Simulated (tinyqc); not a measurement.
# Threshold-voltage variability of a planar MOSFET, analytic estimates: a gate of 3 grains

Three independent sources add in quadrature: random dopants in the depleted layer, metal-gate grains of two orientations, and roughness of the two gate edges acting through the roll-off VT = VT(long) - Vr exp(-L/l). These are first-order estimates: no three-dimensional electrostatics, no percolation.

Each of 3 equal grains has the higher work function with probability p; the threshold shift is dW (j/3 - p) for j such grains, and the off current changes by exp(-shift/(n Vt)).

Values chosen for this exercise; material values close to those of germanium:
```
symbol,value,unit,meaning
T,293,K,temperature
dW,0.3,eV,work-function difference of the two grain orientations
p,0.4,,share of the orientation of higher work function
n,1.12,,subthreshold factor
```

Constants: q = 1.602176634e-19 C, kB = 1.380649e-23 J/K, Vt = kB T/q. Results are converted to the units shown.

Distribution:
```
j  probability  shift (mV)  Ioff factor  probability x factor
0       0.2160      -120.0        69.65                 15.04
1       0.4320       -20.0        2.028                0.8763
2       0.2880        80.0      0.05907               0.01701
3      0.06400       180.0     0.001720              1.101e-4
```

What does the comparison show?

The standard deviation is dW sqrt(p (1 - p)/3) = 84.9 mV. The mean off current is 15.9 times the nominal one; the log-normal formula exp(s^2/(2 (n Vt)^2)) gives 90.2. Devices with j = 0, 22 % of all, carry 94 % of the mean leakage.

Program tinyqc, `OMP_NUM_THREADS=1 python tinyqc.py 2090116 2090117 out.jsonl`; Intel Xeon 2.30GHz, shared host, one thread, about 0.01 s.
